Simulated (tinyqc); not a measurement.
From results back to parameters: Landau levels of a parabolic two-dimensional band. Five cases, with inputs chosen for the exercise.

Problem. Levels of opposite spin first coincide when |gs| muB B_total = hbar wc = 2 muB B_perp/m. The tilt angle of that coincidence was computed from a hidden g factor.

Case 1.

Values chosen (out of a larger set: near those of a two-dimensional electron gas in InAs; not measured data): m = 0.0295 m0 (mass).

theta = 79.143 degrees

Case 2.

Values chosen (out of a larger set: near those of a two-dimensional electron gas in Si; not measured data): m = 0.1967 m0 (mass).

theta = 79.459 degrees

Case 3.

Values chosen (out of a larger set: near those of a two-dimensional electron gas in GaN; not measured data): m = 0.1993 m0 (mass).

theta = 79.260 degrees

Case 4.

Values chosen (out of a larger set: near those of a two-dimensional electron gas in AlAs; not measured data): m = 0.4558 m0 (mass).

theta = 63.030 degrees

Case 5.

Values chosen (out of a larger set: near those of a two-dimensional electron gas in AlAs; not measured data): m = 0.4474 m0 (mass).

theta = 65.413 degrees

Find: |gs| m; |gs|.

Solution. |gs| m = 2 cos(theta).

Case 1.

|gs| m = 0.3767
|gs| = 12.77

Case 2.

|gs| m = 0.3659
|gs| = 1.86

Case 3.

|gs| m = 0.3727
|gs| = 1.87

Case 4.

|gs| m = 0.9070
|gs| = 1.99

Case 5.

|gs| m = 0.8322
|gs| = 1.86

Computed by tinyqc, one run a case: `OMP_NUM_THREADS=1 python tinyqc.py N N+1 out.jsonl` with N = 1251791, 1252124, 1252224, 1252720, 1280296; one thread of a shared Intel(R) Xeon(R) Processor @ 2.30GHz, about 0.02 s a run at most.
